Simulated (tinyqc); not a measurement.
Mirror strength against the number of periods: longitudinal sound in a periodic multilayer: transfer matrices, stop bands and folded phonons. Computed by tinyqc, a small Python program. Command: `OMP_NUM_THREADS=1 python tinyqc.py 3019048 3019049 out.jsonl multilayer walk`. One thread of a shared host (Intel(R) Xeon(R) Processor @ 2.30GHz), about 0.01 s of CPU time with the checks.

Layers 1 and 2 repeat with period d = d_1 + d_2; waves travel normal to the layers, without loss. State vector (u, s): displacement u and stress divided by omega. Impedances Z = rho v are in 1e6 kg/(m^2 s).

Inputs (values chosen for the exercise, modelled on silica (layer 1), silicon nitride (layer 2) and gallium arsenide (substrate)): density rho_1 = 2.18 g/cm^3; velocity v_1 = 5890 m/s; thickness d_1 = 7.55 nm; density rho_2 = 3.07 g/cm^3; velocity v_2 = 9910 m/s; thickness d_2 = 12.6 nm; substrate density = 5.4 g/cm^3; substrate velocity = 4760 m/s; frequency f = 275 GHz.

Method:
- Z = rho v; interface reflection r = (Z_2 - Z_1)/(Z_2 + Z_1) (stress amplitude, from 1 into 2); Bragg frequency f_B = 1/[2 (d_1/v_1 + d_2/v_2)]; long-wave velocity v_eff = d/sqrt[(d_1/v_1)^2 + (d_2/v_2)^2 + (Z_1/Z_2 + Z_2/Z_1)(d_1/v_1)(d_2/v_2)].
- A layer maps (u, s) by [[cos p, sin p/Z], [-Z sin p, cos p]], p = 2 pi f d_i/v_i; one period is M = M_2 M_1, and cos(q d) = trace(M)/2.
- For N periods A = M^N. A wave comes from a thick layer of material 1 and leaves into the substrate (Z_s): transmitted power T = 4 Z_1 Z_s/|Z_1 A_22 + Z_s A_11 - i (Z_1 Z_s A_12 - A_21)|^2, reflected power R = 1 - T.

Bragg frequency f_B = 195.827 GHz

Z_2 = 30.4237

Z_1 = 12.8402

Z of the substrate = 25.704

trace(M)/2 = -0.552562

Transmitted power:
```
N     T at f_B  T at f_B (dB)   T at f
1      0.77504        -1.1068  0.81061
2      0.22463        -6.4854  0.56137
3     0.044250        -13.541  0.80221
4    0.0080291        -20.953  0.89663
6   2.5576e-04        -35.922  0.72071
8   8.1162e-06        -50.906  0.59731
12  8.1713e-09        -80.877  0.60535
16  8.2267e-12        -110.85  0.91381
24  8.3387e-18        -170.79  0.58711
```

What follows from these numbers?

At f_B each further period removes 7.49 dB at large N, which is 20 log10 of the impedance ratio, 7.49 dB, as for a quarter-wave stack; 99 % reflection needs N = 4 among these rows. At f, in a pass band, T does not decay with N. Values below about 1e-6 belong to the ideal stack: roughness and scattering into other modes, left out here, set a floor in a real one.
